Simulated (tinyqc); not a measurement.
# Metal gate on a two-layer dielectric stack with fixed charge and a dipole, step by step

tinyqc, about 0.01 s, one thread, Intel Xeon 2.30GHz (shared host): `OMP_NUM_THREADS=1 python tinyqc.py 2010168 2010169 out.jsonl` Printed values are rounded.

Gate, layer 2, layer 1, p-type semiconductor; x runs from the gate inwards. Charges are counted in units of +q. psi is the band bending at the surface, positive towards inversion. Classical charge, Boltzmann statistics, no interface traps.

Inputs (values chosen for the exercise); band and dielectric values close to those of silicon, layer 1 close to silicon dioxide, layer 2 close to hafnium oxide: temperature T = 250 K; band gap Eg = 1.12 eV; relative permittivity eps_r = 11.6; conduction-band density of states at T Nc = 2.11e19 cm^-3; valence-band density of states at T Nv = 2.01e19 cm^-3; electron affinity chi = 4.08 eV; acceptor density Na = 5.4e17 cm^-3; work function of the gate metal pM = 4.75 eV; thickness of layer 1, next to the semiconductor t1 = 1.2 nm; relative permittivity of layer 1 e1 = 3.83; thickness of layer 2, next to the gate t2 = 5 nm; relative permittivity of layer 2 e2 = 22.9; fixed charge at the semiconductor interface Q1 = 1.8e12 cm^-2; fixed charge between the layers Q2 = 4.4e11 cm^-2; uniform charge density in layer 1 r1 = 0 cm^-3; uniform charge density in layer 2 r2 = 0 cm^-3; flat-band shift by a dipole layer between the layers Vd = 0.25 V; band bending psi of the working point ps = 1.045 V.

Constants: q = 1.602176634e-19 C, kB = 1.380649e-23 J/K, Vt = kB T/q, eps0 = 8.8541878128e-14 F/cm where lengths are in cm. Results are converted to the units shown.

Range of the model: At the working point ps the carrier density at the surface is 1.1 times the band density of states, where degeneracy and quantisation, left out here, matter.

## Equivalent thickness and work-function difference

EOT = 3.9 (t1/e1 + t2/e2), Cox = eps0/(t1/e1 + t2/e2); phi_ms = pM - (chi + Eg - Vt ln(Nv/Na)).

EOT = 2.07346 nm
Cox = 1.66540 uF/cm^2
share of layer 1 in the EOT = 58.9320 %
phi_ms = -0.372080 V

## Flat-band voltage, term by term

EOT = 3.9 (t1/e1 + t2/e2), Cox = eps0/(t1/e1 + t2/e2); phi_ms = pM - (chi + Eg - Vt ln(Nv/Na)). Vfb = phi_ms + Vd - (q/eps0) [Q1 (t1/e1 + t2/e2) + Q2 t2/e2 + r1 (t1^2/(2 e1) + t1 t2/e2) + r2 t2^2/(2 e2)]: each charge counts with its electrical distance from the gate.

terms (V): phi_ms -0.372080, dipole 0.250000, Q1 -0.173167, Q2 -0.017384, r1 0.000000, r2 0.000000
Vfb = -0.312631 V

Apart from phi_ms the largest term is that of dipole, 250 mV; all charges and the dipole together move Vfb by 59.4 mV.

## Threshold voltage

ni = sqrt(Nc Nv) exp(-Eg/(2 Vt)), Eg in volts, pB = Vt ln(Na/ni), Vth = Vfb + 2 pB + sqrt(4 q eps0 eps_r Na pB)/Cox.

ni = 1.05837e8 cm^-3
pB = 0.481557 V
depletion charge = 0.413723 uC/cm^2
Vth = 0.898906 V

## Charge in the semiconductor

ni = sqrt(Nc Nv) exp(-Eg/(2 Vt)), Eg in volts. Qs = -sign(psi) sqrt(2 q eps0 eps_r Na Vt [exp(-u) + u - 1 + (ni/Na)^2 (exp(u) - u - 1)]), u = psi/Vt.

Qs = -0.594316 uC/cm^2

The surface is in strong inversion: psi exceeds 2 Vt ln(Na/ni) = 0.963 V.

## Fields and voltage drops

Gauss: D = -Qs just inside the semiconductor; going towards the gate subtract q Q1, then q r1 t1, q Q2 and q r2 t2. Field = D/(eps0 e); the drop over a layer is its mean field times its thickness; Vg = phi_ms + Vd + psi + both drops.

| place | D (uC/cm^2) | field (MV/cm) |
|---|---|---|
| layer 2, gate side | 0.235429 | 0.116112 |
| layer 2, inner side | 0.235429 | 0.116112 |
| layer 1, outer side | 0.305925 | 0.902125 |
| layer 1, semiconductor side | 0.305925 | 0.902125 |
| semiconductor surface | 0.594316 | 0.578643 |

drop over layer 2 = 0.0580558 V
drop over layer 1 = 0.108255 V
Vg = 1.08923 V

The same Vg follows from Vfb + psi - Qs/Cox. The largest field, 0.902 MV/cm in size, is at: layer 1, outer side.
